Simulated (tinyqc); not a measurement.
BCS gap equation with a constant attraction inside the Debye window. From Ginzburg-Landau kappa back to mean free path l. Computed by tinyqc, a small Python program. Command: `OMP_NUM_THREADS=1 python tinyqc.py 3007092 3007093 out.jsonl bcs inv`. One thread of a shared host (Intel(R) Xeon(R) Processor @ 2.30GHz), about 0.03 s of CPU time with the checks.

Pairs attract with strength V for |xi| < k_B Theta; N(0) is the density of states for one spin. Energies are given as temperatures (E/k_B, in K) unless marked.

Inputs (values chosen for the exercise, for a model metal):
```
quantity                   value      unit
coupling N(0)V             0.489         -
Debye temperature Theta      642         K
Fermi velocity v_F       1.1e+06       m/s
electron density n          19.2  1e28/m^3
```

Solver: bisection.

Constants: k_B = 8.617333262e-05 eV/K; hbar = 1.054571817e-34 J s; k_B = 1.380649e-23 J/K; m_0 = 9.1093837015e-31 kg; eps_0 = 8.8541878128e-12 F/m; c = 299792458 m/s; e = 1.602176634e-19 C.

Method. At T = 0 the gap equation 1/(N(0)V) = int_0^Theta d xi/sqrt(xi^2 + Delta^2) has the integral arcsinh(Theta/Delta), so Delta_0 = Theta/sinh(1/(N(0)V)); weak coupling gives 2 Theta exp(-1/(N(0)V)). xi_0 = hbar v_F/(pi Delta_0); lambda_L = sqrt(m_0 eps_0 c^2/(n e^2)); N(0) = 3 n/(2 m_0 v_F^2) for one spin; condensation energy N(0) Delta_0^2/2 = B_c^2/(2 mu_0), mu_0 = 1/(eps_0 c^2); with scattering lambda = lambda_L sqrt(1 + xi_0/l) in the local limit (where xi_0 and l both exceed lambda, nonlocal response makes the true depth larger); Ginzburg-Landau kappa = 0.96 lambda_L/xi_0 + 0.72 lambda_L/l. Free-electron mass throughout; heavier carriers, as in niobium or vanadium, give a larger lambda_L and kappa and can make the metal type II.

Task: A run gave the result below. Find the mean free path l, known to lie between 210 and 440 nm.

Ginzburg-Landau kappa = 0.7645486

Result:

Each step takes the trial c = (a f_b - b f_a)/(f_b - f_a), f being the result less the target and a, b, c the logarithms of the listed values; c replaces end b, the old b replaces a if the sign of f changed, and otherwise f_a is halved.

Scan of the range:
```
mean free path l (nm)  Ginzburg-Landau kappa
210                                 0.777081
238                                 0.772189
269                                 0.767961
304                                 0.764224
344                                 0.760884
389                                 0.757947
440                                 0.755346
```

False position (Illinois rule, in the logarithm of the input) inside the bracket:
```
step    end a    end b    trial  Ginzburg-Landau kappa
1     269.000  304.000  300.784               0.764531
2     269.000  300.784  300.437               0.764564
3     300.784  300.437  300.600               0.764549
4     300.437  300.600  300.600               0.764549
```

Ginzburg-Landau kappa falls at every point of a 13-point scan of the range (every second point is shown), so one value fits; it is bracketed by 269 and 304. Answer: mean free path l = 300.6 nm.
